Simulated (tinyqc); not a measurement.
Worked calculation: RHF in the 6-311g basis, for H2, spin multiplicity 1. One step of it, computed by the program tinyqc.

Task: Orthogonalisation. S = U s U^T; symmetric (Loewdin) form X = U s^(-1/2) U^T, so that X^T S X = 1.

overlap S, lower triangle:
```
          1H 1s     1H 2s     1H 3s     2H 1s     2H 2s     2H 3s
1H 1s  1.000000
1H 2s  0.706377  1.000000
1H 3s  0.373664  0.788963  1.000000
2H 1s  0.059728  0.225431  0.245788  1.000000
2H 2s  0.225431  0.487035  0.558803  0.706377  1.000000
2H 3s  0.245788  0.558803  0.797048  0.373664  0.788963  1.000000
```

Give: eigenvalues of S; X.

Result:

eigenvalues of S: 0.054  0.131  0.299  0.726  1.303  3.487

X, lower triangle:
```
        1H 1s   1H 2s   1H 3s   2H 1s   2H 2s  2H 3s
1H 1s   1.375
1H 2s  -0.751   2.157
1H 3s   0.209  -1.031   2.207
2H 1s   0.043   0.014  -0.050   1.375
2H 2s   0.014  -0.314   0.230  -0.751   2.157
2H 3s  -0.050   0.230  -0.997   0.209  -1.031  2.207
```
